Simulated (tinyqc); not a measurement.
# Remanence, coercive field and barrier from the coefficients

Question. u = al P^2 + be P^4 - E P (P in uC/cm^2, E in kV/cm, u in mJ/cm^3). Find Pr, the polarisation Pc at which dE/dP = 0, Ec and the barrier u(0) - u(Pr).

al = -3.6806080 kV cm/uC
be = 0.0031949722 kV cm^5/uC^3

Solution. Pr^2 = -al/(2 be), Pc^2 = -al/(6 be), Ec = -(4/3) al Pc and the barrier is al^2/(4 be).

Pr = 24.0 uC/cm^2
Pc = 13.9 uC/cm^2
Ec = 68.0 kV/cm
barrier = 1.06e3 mJ/cm^3

tinyqc, about 0.08 s, one thread, Intel Xeon 2.30GHz (shared host): `OMP_NUM_THREADS=1 python tinyqc.py 2860060 2860061 out.jsonl`
